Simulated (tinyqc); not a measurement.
Punch-through p+-n junction, ionisation integral and breakdown: two steps of the calculation.

A p+ layer at x < 0 and an n drift layer from x = 0 to L on an n+ substrate. Depletion approximation, built-in voltage neglected. Local ionisation coefficients alpha_n = an exp(-(bn/E)^mx), alpha_p = ap exp(-(bp/E)^mx). Electrons move towards +x, holes towards x = 0.

Parameters, values chosen for the exercise; material values close to those of germanium:

| symbol | value | unit | meaning |
|---|---|---|---|
| eps_r | 15.9 |  | relative permittivity |
| an | 1.62e7 | 1/cm | prefactor of the electron ionisation coefficient |
| bn | 1.48e6 | V/cm | field constant for electrons |
| ap | 9.44e6 | 1/cm | prefactor of the hole ionisation coefficient |
| bp | 1.28e6 | V/cm | field constant for holes |
| mx | 1 |  | exponent |
| N | 4.3e15 | cm^-3 | donor density of the drift layer |
| L | 3 | um | thickness of the drift layer |
| V | 25.4 | V | reverse voltage |
| fr | 1 |  | share of the depleted width that the grid covers |

Constants: q = 1.602176634e-19 C, eps0 = 8.8541878128e-14 F/cm where lengths are in cm. Results are converted to the units shown.

Question 1. Field and ionisation coefficients on a grid. W = sqrt(2 eps0 eps_r V/(q N)), peak field E0 = q N W/(eps0 eps_r), falling linearly to 0 at W; if W > L the layer is punched through: W = L, E0 = V/L + q N L/(2 eps0 eps_r), falling linearly to E1 = V/L - q N L/(2 eps0 eps_r). Grid: 12 equal steps from 0 to fr W.

Wanted: W; x; E; alpha_n; alpha_p.

Answer 1.

W = 3.0000 um

```
point  x (um)  E (kV/cm)  alpha_n (1/cm)  alpha_p (1/cm)
0      0.0000     158.07          1390.8          2872.3
1      0.2500     145.84          634.11          1456.2
2      0.5000     133.60          250.37          651.88
3      0.7500     121.37          81.966          248.17
4      1.0000     109.13          20.891          76.086
5      1.2500     96.901          3.7704          17.306
6      1.5000     84.667         0.41487          2.5660
7      1.7500     72.433        0.021660         0.19966
8      2.0000     60.198       3.4059e-4       0.0055025
9      2.2500     47.964       6.4387e-7       2.4275e-5
10     2.5000     35.730      1.6609e-11       2.6108e-9
11     2.7500     23.496      7.1381e-21      2.0691e-17
12     3.0000     11.262      1.3679e-50      4.1127e-43
```

Question 2. Ionisation integrals by the trapezoid rule. G(x) = integral from 0 to x of (alpha_n - alpha_p); I_n = integral of alpha_n exp(-G) (electrons injected at x = 0), I_p = integral of alpha_p exp(G(end) - G) (holes injected at the far edge); M = 1/(1 - I). All integrals by the trapezoid rule on the grid.

```
point     x (um)  alpha_n (1/cm)  alpha_p (1/cm)
0      0.0000000       1390.8442       2872.2807
1      0.2500000       634.11271       1456.1666
2      0.5000000       250.37027       651.87709
3      0.7500000       81.966376       248.17160
4      1.0000000       20.891166       76.086063
5      1.2500000       3.7703550       17.306471
6      1.5000000      0.41486871       2.5660206
7      1.7500000     0.021660089      0.19965803
8      2.0000000    3.4058545e-4    0.0055024987
9      2.2500000    6.4386860e-7    2.4275156e-5
10     2.5000000   1.6609086e-11    2.6107876e-9
11     2.7500000   7.1380623e-21   2.0691179e-17
12     3.0000000   1.3678591e-50   4.1127274e-43
```

Give: G; alpha_n exp(-G); I_n; I_p; M_n; M_p.

Answer 2.

```
point          G  alpha_n exp(-G) (1/cm)
0       0.000000                  1390.8
1      -0.028794                   652.6
2      -0.044088                   261.7
3      -0.051185                    86.3
4      -0.053952                    22.0
5      -0.054811                     4.0
6      -0.055007                     0.4
7      -0.055036                     0.0
8      -0.055039                     0.0
9      -0.055039                     0.0
10     -0.055039                     0.0
11     -0.055039                     0.0
12     -0.055039                     0.0
```

I_n = 0.043062
I_p = 0.094144
M_n = 1.0450
M_p = 1.1039

Numbers from tinyqc (`OMP_NUM_THREADS=1 python tinyqc.py 2120003 2120004 out.jsonl`; about 0.06 s on one thread of a shared Intel Xeon 2.30GHz).
